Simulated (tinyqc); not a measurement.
# From corner frequency f_c back to length L

Model: thermal, flicker and telegraph noise of a field-effect transistor. Computed by tinyqc, a small Python program. Command: `OMP_NUM_THREADS=1 python tinyqc.py 3017417 3017418 out.jsonl noise inv`. One thread of a shared host (Intel(R) Xeon(R) Processor @ 2.30GHz), about 0.02 s of CPU time with the checks.

Strong inversion, threshold roll-off and channel-length modulation left out; noise sources are uncorrelated and are given as one-sided spectral densities. The drain voltage is 50 mV.

Inputs (values chosen for the exercise, modelled on a high-k silicon transistor): width W = 55 micrometre; electrical oxide thickness t = 3.6 nm; mobility mu = 180 cm^2/(V s); overdrive V_ov = 0.76 V; oxide trap density N_t = 7e+17 1/(eV cm^3); oxide barrier phi = 1.8 eV; oxide mass m_ox = 0.5 m_0; frequency f = 500 Hz; temperature T = 300 K.

Operating region: linear. Flicker model: number fluctuation.

Constants: eps_0 = 8.8541878128e-12 F/m; hbar = 1.054571817e-34 J s; m_0 = 9.1093837015e-31 kg; e = 1.602176634e-19 C; k_B = 8.617333262e-05 eV/K; k_B = 1.380649e-23 J/K.

Method:
- C_ox = 3.9 eps_0/t; I = mu C_ox (W/L) V_ov V_D; g_m = I/V_ov; g_d0 = I/V_D.
- Tunnelling length lambda = hbar/(2 sqrt(2 m_ox phi)); flat-band noise S_Vfb = e^2 k_B T lambda N_t/(W L C_ox^2 f). S_I = g_m^2 S_Vfb.
- Thermal: S_I = 4 k_B T g_d0; input-referred S_V = S_I/g_m^2; corner f_c where flicker equals thermal.
- Total input noise from 1 Hz to f_c: sqrt(S_V,thermal [f_c ln(f_c/1 Hz) + f_c - 1 Hz]).

Question. A run gave the result below. Find the length L, known to lie between 650 and 1300 nm.

corner frequency f_c = 16027.49 Hz

Answer.

Each step takes the trial c = (a f_b - b f_a)/(f_b - f_a), f being the result less the target and a, b, c the logarithms of the listed values; c replaces end b, the old b replaces a if the sign of f changed, and otherwise f_a is halved.

Scan of the range:
```
length L (nm)  corner frequency f_c (Hz)
650                              42142.5
730                              33411.9
819                              26544.8
919                              21082.2
1030                             16783.1
1160                             13232.2
1300                             10535.6
```

False position (Illinois rule, in the logarithm of the input) inside the bracket:
```
step    end a    end b    trial  corner frequency f_c (Hz)
1     1030.00  1160.00  1056.38                    15955.2
2     1030.00  1056.38  1052.10                    16085.3
3     1056.38  1052.10  1054.00                    16027.4
4     1052.10  1054.00  1054.00                    16027.5
5     1052.10  1054.00  1054.00                    16027.5
6     1054.00  1054.00  1054.00                    16027.5
```

Corner frequency f_c falls at every point of a 13-point scan of the range (every second point is shown), so one value fits; it is bracketed by 1030 and 1160. The scan shows a pure power law with exponent -2.000, so scaling from any one row also gives the answer directly. Answer: length L = 1054 nm.
